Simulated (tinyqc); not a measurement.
# Quantum point contact as a saddle point: effects of single changes

Potential V0 - m wx^2 x^2/2 + m wy^2 y^2/2; energies are counted from V0. Mode n = 0, 1, ... transmits T_n(E) = 1/(1 + exp(-2 pi (E - E_n)/wx)), E_n = wy (n + 1/2); each mode carries 2 q^2/h.

Inputs (values chosen for the exercise): temperature T = 2.5 K; transverse quantum hbar wy wy = 4.5 meV; curvature of the barrier hbar wx wx = 1.9 meV.

Constants: q = 1.602176634e-19 C, kB = 1.380649e-23 J/K, Vt = kB T/q. Results are converted to the units shown.

Each table varies one quantity; the others keep the values above.

## Plateau quality against the barrier curvature

g(T) = int g(E) (-df/dE) dE = int g(mu + x kB T) dx/(4 cosh^2(x/2)), g(E) the zero-temperature value at E, g = G/(2 q^2/h).

Results:

| wx (meV) | slope wy dg/dmu at mu = wy | slope at mu = 1.5 wy | g at mu = wy |
|---|---|---|---|
| 0.67 | 0.001891 | 4.493 | 1.000 |
| 2.54 | 0.1351 | 2.351 | 1.000 |
| 3.47 | 0.3330 | 1.846 | 1.000 |
| 4.4 | 0.5354 | 1.526 | 1.000 |
| 5.34 | 0.6974 | 1.321 | 1.000 |
| 6.27 | 0.8072 | 1.193 | 1.001 |
| 7.2 | 0.8752 | 1.114 | 1.003 |

Estimate the missing row, wx = 1.61 meV.

Computed row:

| wx (meV) | slope wy dg/dmu at mu = wy | slope at mu = 1.5 wy | g at mu = wy |
|---|---|---|---|
| 1.61 | 0.02162 | 3.173 | 1.000 |

With this row back in the table: The slope on the first plateau rises from 0.00189 to 0.875 and the slope on the second riser falls from 4.49 to 1.11; a slope of 1 everywhere means no steps at all. The plateau slope passes 0.5 at wx = 4.4 meV among the rows.

## Conductance steps

Same model as above.

Results:

| mu (meV) | g at T = 0 | g(T) | dg/dmu (1/meV) |
|---|---|---|---|
| 0 | 5.866e-4 | 0.001539 | 0.004917 |
| 0.8 | 0.008203 | 0.01835 | 0.05430 |
| 1.61 | 0.1075 | 0.1591 | 0.3602 |
| 2.41 | 0.6293 | 0.6008 | 0.6145 |
| 3.21 | 0.9599 | 0.9274 | 0.1903 |
| 4.02 | 0.9973 | 0.9934 | 0.02256 |
| 5.62 | 1.023 | 1.046 | 0.1270 |
| 6.43 | 1.258 | 1.306 | 0.5498 |
| 7.23 | 1.830 | 1.775 | 0.4591 |
| 8.04 | 1.986 | 1.971 | 0.08424 |
| 8.84 | 1.999 | 1.998 | 0.01107 |
| 9.64 | 2.005 | 2.011 | 0.03506 |
| 10.45 | 2.066 | 2.109 | 0.2679 |
| 11.25 | 2.500 | 2.500 | 0.6380 |

Estimate the missing row, mu = 4.82 meV.

Computed row:

| mu (meV) | g at T = 0 | g(T) | dg/dmu (1/meV) |
|---|---|---|---|
| 4.82 | 1.001 | 1.004 | 0.01504 |

With this row back in the table: g rises from 0.00154 to 2.50. The slope is smallest, 0.0111 per meV, at mu = 8.84 meV (g = 2.00) and largest, 0.638, at 11.25 meV among the rows after the first. A riser is wx/(2 pi) = 0.302 meV wide by tunnelling and kB T = 0.215 meV by heat, against the spacing wy = 4.5 meV.

Numbers from tinyqc (`OMP_NUM_THREADS=1 python tinyqc.py 2740105 2740106 out.jsonl`; about 0.08 s on one thread of a shared Intel Xeon 2.30GHz).
